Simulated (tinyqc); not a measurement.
Worked calculation: pair-potential crystal by lattice sums. Computed by tinyqc, a small Python program that keeps every step. Command: `OMP_NUM_THREADS=1 python tinyqc.py 3008633 3008634 out.jsonl pairsum walk`. One thread of a shared host (Intel(R) Xeon(R) Processor @ 2.30GHz), about 0.01 s of CPU time with the checks. Intermediate numbers are printed to about 6 digits and carried at full precision; extremes and crossings named in words are read from the listed rows.

Energy per atom E = (1/2) sum over neighbours of phi(r); d is the nearest-neighbour distance.

Inputs (values chosen for the exercise, for model atoms):
```
quantity                       value      unit
well depth eps                  0.47        eV
pair minimum r0                 3.35  angstrom
cut-off r_c/r0                  1.79         -
trial neighbour distance d/r0   1.03         -
stiffness alpha r0               5.3         -
```

Potential: Morse. Structure: fcc.

Constants: 1 eV/angstrom^3 = 160.2176634 GPa.

## Shell sums at the trial distance

phi0(r) = eps [exp(-2 alpha (r - r0)) - 2 exp(-alpha (r - r0))]; shifted-force cut-off: phi(r) = phi0(r) - phi0(r_c) - (r - r_c) phi0'(r_c) for r < r_c, zero beyond. Shells (distance in units of d, count): fcc 1.0000 (12), 1.4142 (6), 1.7321 (24), 2.0000 (12), 2.2361 (24), 2.4495 (8), 2.6458 (48), 2.8284 (6), 3.0000 (36), 3.1623 (24); hcp 1.0000 (12), 1.4142 (6), 1.6330 (2), 1.7321 (18), 1.9149 (12), 2.0000 (6), 2.2361 (12), 2.3805 (12), 2.4495 (6), 2.5166 (6), 2.5820 (12), 2.6458 (24), 2.7080 (6), 2.8868 (12), 3.0000 (12), 3.1091 (24), 3.1623 (12); bcc 1.0000 (8), 1.1547 (6), 1.6330 (12), 1.9149 (24), 2.0000 (8), 2.3094 (6), 2.5166 (24), 2.5820 (24), 2.8284 (24), 3.0000 (32); sc 1.0000 (6), 1.4142 (12), 1.7321 (8), 2.0000 (6), 2.2361 (24), 2.4495 (24), 2.8284 (12), 3.0000 (30), 3.1623 (24); diamond 1.0000 (4), 1.6330 (12), 1.9149 (12), 2.3094 (6), 2.5166 (12), 2.8284 (24), 3.0000 (16). Volumes per atom in d^3: fcc 0.70711, hcp 0.70711, bcc 0.76980, sc 1.00000, diamond 1.53960; hcp has the ideal c/a. Every shell inside the cut-off is summed. List each shell within the cut-off.

Shells:
```
shell  count  r (angstrom)   phi (eV)  phi' (eV/angstrom)  phi'' (eV/angstrom^2)
1         12       3.45050  -0.389024            0.164231                1.41689
2          6       4.87974  -0.040836            0.098212               -0.17198
3         24       5.97644  -0.000007            0.000706               -0.03574
```

## Energy and virial pressure

E = (1/2) sum count x phi; P = -(1/(6 Omega)) sum count x r phi', Omega = 0.707107 d^3.

energy at the trial distance = -2.45674 eV/atom

pressure at the trial distance = -8.98731 GPa

The pressure is negative, so the lattice wants to contract.

## Equilibrium

Equilibrium: dE/dd = 0 at the lowest minimum with d between 0.78 r0 and 1.45 r0; B = d^2 E''(d)/(9 Omega). Unrelaxed vacancy: removing an atom breaks its bonds (2|E|) and placing it on the surface returns |E|, so E_v = |E|.

equilibrium distance d = 3.30577 angstrom

energy per atom = -2.57309 eV

bulk modulus B = 107.716 GPa

unrelaxed vacancy energy = 2.57309 eV

d is 1.3 % shorter than r0, because further shells pull and the first shell must push back.

## Elastic constants

At zero stress C_ijkl = (1/(2 Omega)) sum (phi'' - phi'/r) R_i R_j R_k R_l / r^2 over all neighbours, on cube axes; so C44 = C12 (Cauchy relation). C' = (C11 - C12)/2.

C11 = 144.601 GPa

C12 = C44 = 89.2729 GPa

C' = 27.6642 GPa

C' and C44 are positive: the structure is stable against homogeneous shear.

## Ranking of structures

The formulas are those given above.

Each structure at its own equilibrium:
```
structure  neighbours  d (angstrom)  E (eV/atom)  volume (angstrom^3)  B (GPa)
fcc                12       3.30577     -2.57309              25.5448  107.716
hcp                12       3.30614     -2.57729              25.5534  109.358
bcc                 8       3.22678     -2.50435              25.8635  109.387
sc                  6       3.19548     -1.62646              32.6292   56.419
diamond             4       3.29386     -0.83885              55.0205   16.503
```

The order is hcp < fcc < bcc < sc < diamond; hcp lies 4.2 meV below fcc. fcc (-2.573093 eV) and hcp (-2.577291 eV) share two shells and differ from the third on. Pair forces reward the number of bonds: diamond reaches only 33 % of the best binding. Caution: each structure is relaxed in d alone and may be unstable against shear; the tiny fcc-hcp difference depends on the cut-off.

Checks made by the program: virial pressure against -dE/dV (relative difference 6e-09); (C11 + 2 C12)/3 against the curvature of E(d) (relative difference 3e-10).
